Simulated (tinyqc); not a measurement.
Donor binding, ionisation and the Mott limit: one step of the calculation.

Hydrogenic donor: Ry = (m0 q^3/(8 eps0^2 h^2)) me/eps_r^2 in eV, E0 = cc Ry, radius a = q/(8 pi eps0 eps_r E0), Mott density Nm = (0.26/a)^3. Below Nm the level sinks as Ed = E0 [1 - (N/Nm)^(1/3)]. Neutrality: Nc F12(eta) = N/(1 + 2 exp(eta + Ed/kB T)), F12(x) = (2/sqrt(pi)) int_0^infinity sqrt(u)/(1 + exp(u - x)) du.

Task. Ionisation. Solve the neutrality equation for eta. Boltzmann form: with k = (Nc/2) exp(-Ed/kB T) the ionised share is [-k + sqrt(k^2 + 4 k N)]/(2 N).

Values chosen for this exercise; band and dielectric values close to those of gallium phosphide:
- T = 100 K (temperature)
- Nc = 3.48e18 cm^-3 (conduction-band density of states at 100 K)
- N = 5.9e18 cm^-3 (donor density)

Constants: q = 1.602176634e-19 C, kB = 1.380649e-23 J/K, Vt = kB T/q. Results are converted to the units shown.

Ed = 29.926422 meV

Give: eta; ionised share; n; ionised share, Boltzmann form.

Result.

eta = -1.8390
ionised share = 8.8913 %
n = 5.2459e17 cm^-3
ionised share, Boltzmann form = 9.1195 %

With the level held at E0 the share would be 0.663 %.

Range of the model: A sharp level with degeneracy 2 overstates freeze-out near Nm, where the impurity band broadens and merges with the conduction band.

Numbers from tinyqc (`OMP_NUM_THREADS=1 python tinyqc.py 2330016 2330017 out.jsonl`; about 0.02 s on one thread of a shared Intel Xeon 2.30GHz).
